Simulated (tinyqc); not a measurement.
Worked calculation: self-heating of a transistor with one or more fingers, with temperature-dependent conductivity. Computed by tinyqc, a small Python program that keeps every step. Command: `OMP_NUM_THREADS=1 python tinyqc.py 3011223 3011224 out.jsonl selfheat walk`. One thread of a shared host (Intel(R) Xeon(R) Processor @ 2.30GHz), about 0.05 s of CPU time with the checks. Intermediate numbers are printed to about 6 digits and carried at full precision; extremes and crossings named in words are read from the listed rows.

N long parallel fingers lie on the top face of a slab whose bottom is held at T_0; the top is otherwise insulated, and heat flows in two dimensions. P in W/mm is 1000 P in W/m.

Inputs (values chosen for the exercise, modelled on sapphire):
```
quantity                                      value           unit
conductivity at the base temperature kappa_0   30.5        W/(m K)
exponent m in kappa ~ T^-m                     1.24              -
base temperature T_0                            323              K
power per gate width P                         0.17           W/mm
fingers N                                         2              -
finger pitch s                                   12     micrometre
width of the heat source w                     0.14     micrometre
substrate thickness t                           330     micrometre
phonon free path Lambda                          22             nm
heat capacity C                                3.12  1e6 J/(m^3 K)
pulse length                                    5.7    microsecond
```

Power: fixed power.

## Geometry factors

A line source of power P on the top face raises the top at distance x by (P/(pi kappa_0)) g(x), g(x) = -ln tanh(pi x/(4 t)) (the image sum for the slab). On a strip of width w the centre sees the mean of g over the strip, g_0 = 1 + ln(8 t/(pi w)) for w much below t.

own factor g_0 = 9.69992

g(j s), j = 1..7: 3.55602  2.86369  2.45958  2.17379  1.95308  1.77371  1.62304

## Linear temperature rise of each finger

theta_i = (P/(pi kappa_0)) [g_0 + sum over j != i of g(|i - j| s)], with equal powers and constant conductivity; thermal resistance = largest theta/P.

theta of each finger (K): 23.5185  23.5185

largest theta = 23.5185 K

thermal resistance = 138.344 K mm/W

## Correction for the falling conductivity

Kirchhoff transformation for kappa = kappa_0 (T/T_0)^-m: T = T_0 [1 - (m - 1) theta/T_0]^(-1/(m - 1)), where theta is the linear rise. The bracket vanishes at the power P T_0/((m - 1) theta).

peak temperature = 347.620 K

true rise = 24.6196 K

true rise / linear rise = 1.04682

power at which the formula diverges = 9.72815 W/mm

The falling conductivity adds 4.7 % to the rise.

## Extra rise from ballistic phonons

Near a source smaller than the free path, Fourier's law overstates the flow. Rough estimate: a strip that emits phonons into a half space adds a resistance times area of 4 Lambda/(3 kappa_0), from the ballistic flux C v Delta T/4 with kappa_0 = C v Lambda/3, so Delta T_b = 4 Lambda P/(3 kappa_0 w); Knudsen number Lambda/w.

Knudsen number = 0.157143

ballistic rise Delta T_b = 1.16784 K

Delta T_b / largest theta = 0.0496561

By this estimate the ballistic term is at most a fifth of the Fourier rise.

## Rise at the end of a pulse

After switching on, theta(tau) = (P D/kappa_0) int_0^tau X(u) Z(u) du at the hottest finger, D = kappa_0/C; X = sum over fingers at distance x of [erf((x + w/2)/r) - erf((x - w/2)/r)]/(2 w), Z = sum_(j=-200..200) (-1)^j exp(-(2 j t/r)^2)/sqrt(pi D u), r = 2 sqrt(D u); trapezoid rule on 300 points evenly spaced in ln u from u_0 = 1e-3 min(tau, w^2/D) to tau, plus the exact piece 2 sqrt(u_0/(pi D))/w below u_0. Conductivity and power are held at their base values here, and Fourier's law is used even where the diffusion length is near a phonon free path.

diffusivity D = 9.77564 micrometre^2/microsecond

diffusion length sqrt(D tau) = 7.46466 micrometre

linear rise after the pulse = 11.144 K

share of the steady rise = 0.4739

## Rise against time

The formulas are those given above.

Heating curve:
```
time (microsecond)  sqrt(D time) (micrometre)  rise (K)  share of the steady rise
0.011                                0.327921    5.2351                    0.2226
0.11                                  1.03698    7.2747                    0.3093
1.1                                   3.27921    9.3245                    0.3965
11                                    10.3698    12.092                    0.5142
110                                   32.7921    15.933                    0.6775
560                                   73.9889    18.797                    0.7992
2200                                  146.651    21.216                    0.9021
6700                                  255.923    22.915                    0.9744
17000                                 407.659    23.475                    0.9982
```

Half the steady rise is reached between 1.1 and 11 microseconds, and the last row holds 99.8 % of it; the slowest time constant is 4 t^2/(pi^2 D) = 4510 microseconds. While the diffusion length lies between w and the pitch or thickness, the rise grows as the logarithm of time; once it nears the pitch of 12 micrometre the neighbours add their heat.

Checks made by the program: g(s) against the alternating image sum (relative difference 4e-07); Kirchhoff integral of kappa/kappa_0 from T_0 to T (relative difference below 1e-10); long-time limit against the steady rise (relative difference 1e-05).
